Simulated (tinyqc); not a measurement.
# Changing the depletion charge N_d

Model: low-temperature mobility of a two-dimensional electron gas with static screening. Computed by tinyqc, a small Python program. Command: `OMP_NUM_THREADS=1 python tinyqc.py 3010595 3010596 out.jsonl twodeg sweep`. One thread of a shared host (Intel(R) Xeon(R) Processor @ 2.30GHz), about 0.04 s of CPU time with the checks.

One subband is filled, the gas is degenerate and scatters at the Fermi circle; one permittivity serves on both sides of the interface. All formulas are in SI units, masses times m_0. Piezoelectric and polar phonons are left out, and n_s is taken as set by a gate, independent of N_i.

Inputs (values chosen for the exercise, modelled on a strained silicon well): in-plane mass m = 0.187 m_0; mass across the layer m_z = 0.916 m_0; permittivity eps = 11.8; valley degeneracy g_v = 2; sheet density n_s = 6e+12 1/cm^2; roughness height Delta = 0.4 nm; correlation length Lambda = 2.4 nm; remote charge density N_i = 8.7e+11 1/cm^2; distance d of the charges from the interface = 6.5 nm; density rho = 2329 kg/m^3; sound velocity v_l = 8800 m/s; deformation potential D_A = 8.2 eV; temperature T = 77 K.

Wave function: Fang-Howard. Roughness spectrum: exponential.

Constants: m_0 = 9.1093837015e-31 kg; e = 1.602176634e-19 C; eps_0 = 8.8541878128e-12 F/m; hbar = 1.054571817e-34 J s; k_B = 1.380649e-23 J/K.

Method:
- k_F = sqrt(2 pi n_s/g_v); E_F = hbar^2 k_F^2/(2 m); q_TF = g_v m e^2/(2 pi eps eps_0 hbar^2); Fang-Howard parameter b = [12 m_z e^2 (N_d + 11 n_s/32)/(eps eps_0 hbar^2)]^(1/3), mean depth 3/b; effective field F = e (N_d + n_s/2)/(eps eps_0).
- Form factors with u = q/b: screening G(q) = [1 + 9u/8 + 3u^2/8]/(1 + u)^3, remote charge P(q) = exp(-q d)/(1 + u)^3. Dielectric function eps(q) = 1 + q_TF G(q)/q, with q = 2 k_F sin(theta/2).
- Roughness: <|U|^2> = (e F)^2 S(q), S = pi Delta^2 Lambda^2/(1 + q^2 Lambda^2/2)^(3/2).
- 1/tau_t = (m/(pi hbar^3)) int_0^pi (1 - cos theta) <|U|^2>/eps(q)^2 dtheta; the quantum rate 1/tau_q drops the factor (1 - cos theta); 200 Gauss-Legendre points in s with theta = pi s^2, s from 0 to 1; mu = e tau_t/m.
- Remote charges: <|U|^2> = N_i [e^2 P(q)/(2 eps eps_0 q)]^2.
- Unscreened deformation potential in equipartition: 1/tau = m D_A^2 k_B T I/(rho v_l^2 hbar^3), I = int |psi|^4 dz = 3 b/16 for the Fang-Howard function (used for both wave-function options); mu = e tau/m. Bloch-Grueneisen temperature T_BG = 2 hbar v_l k_F/k_B.
- At the Fermi circle the rates add, so 1/mu is the sum; sheet resistance 1/(n_s e mu); mean free path hbar k_F mu/e; the quantum time adds the rates 1/tau_q, with the isotropic acoustic rate e/(m mu).

One run for each value; columns: (1) depletion charge N_d (1/cm^2); (2) roughness mobility (cm^2/(V s)); (3) mean depth (nm); (4) acoustic mobility (cm^2/(V s)); (5) effective field F (MV/cm); (6) mobility mu (cm^2/(V s)); (7) remote-charge mobility (cm^2/(V s)):
```
(1)          (2)     (3)    (4)      (5)     (6)         (7)
1.00e+10  6069.3  1.8059  20434  0.46158  4650.4  7.4873e+05
2.30e+10  6023.0  1.8021  20392  0.46357  4620.9  7.4825e+05
5.10e+10  5925.0  1.7941  20301  0.46787  4558.5  7.4722e+05
1.20e+11  5693.7  1.7750  20085  0.47845  4409.9  7.4476e+05
2.60e+11  5264.8  1.7386  19673  0.49992  4130.1  7.4009e+05
5.90e+11  4429.0  1.6633  18821  0.55052  3567.7  7.3047e+05
1.30e+12  3196.7  1.5369  17390  0.65940  2690.1  7.1442e+05
3.00e+12  1739.2  1.3409  15173  0.92009  1556.8  6.8983e+05
```

Describe and explain the trends.

Over the rows, roughness mobility (cm^2/(V s)) falls from 6070 to 1740 (exponent d ln y / d ln x -0.0092 between the first rows and -0.73 between the last); mean depth (nm) falls from 1.81 to 1.34 (exponent d ln y / d ln x -0.0025 between the first rows and -0.16 between the last); acoustic mobility (cm^2/(V s)) falls from 20400 to 15200 (exponent d ln y / d ln x -0.0025 between the first rows and -0.16 between the last). Depletion charge adds to the field in full, the gas itself by half; it thins the layer, which raises int |psi|^4 dz and with it the phonon rate.

Caution (all rows): T is not well above T_BG, where phonon scattering freezes out faster than equipartition says; the acoustic mobility is a lower bound.
